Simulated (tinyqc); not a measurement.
Inside a calculation. Method: plane-wave Kohn-Sham cycle with exchange-only LDA in a layered model solid. Computed by tinyqc, a small Python program that keeps every step. Settings: points = 16, plane-wave index or count = 2, electrons = 4, k points = 1, area = 11.0, mixing = 0.1, iteration cap = 66. Command: `OMP_NUM_THREADS=1 python tinyqc.py 30745 30746 out.jsonl` (the two numbers bound the seeds that draw the settings). One thread of a shared host (Intel(R) Xeon(R) Processor @ 2.60GHz), about 0.01 s of CPU time with the checks.

A solid whose potential varies along x alone (atomic units):
```
parameter,value
period a,8.300000
cross-section of the cell,11.000000
electrons per cell,4
grid points,16
"plane waves -n..n, n",2
k points,1
V1 in V1 cos(2 pi x/a),-0.390000
```

Stop when sqrt(dV sum R^2) is below 1e-8, dV = a A/N.

Course of the cycle:
```
iteration,E (hartree),norm of the residual
1,-0.90376885,2.76e-01
2,-0.78209121,2.30e-01
3,-0.70217963,1.89e-01
4,-0.65259195,1.55e-01
5,-0.62367172,1.26e-01
6,-0.60771154,1.05e-01
7,-0.59916884,8.91e-02
8,-0.59454936,7.74e-02
9,-0.60027184,2.33e-01
10,-0.60120404,9.62e-02
11,-0.59606340,8.38e-02
...,...,...
56,-0.59615648,8.57e-02
57,-0.59602722,2.24e-01
58,-0.60272496,1.03e-01
59,-0.59740465,8.99e-02
60,-0.59417873,7.96e-02
61,-0.60065384,2.30e-01
62,-0.60077611,9.77e-02
63,-0.59615444,8.57e-02
64,-0.59603171,2.24e-01
65,-0.60272289,1.03e-01
66,-0.59740311,8.99e-02
```

Can the last value be used, and what does the course show?

Not by the stop rule. Not converged within 66 iterations: the residual wanders without falling. At the k point shown the highest filled and lowest empty bands lie only 0.0064 hartree apart, so integer filling is fragile. Reruns (cap 100 unless said): mixing 0.5, Kerker q0 1.0: not converged; mixing 0.3, Pulay depth 5: not converged; the original settings with a cap of 400: not converged.
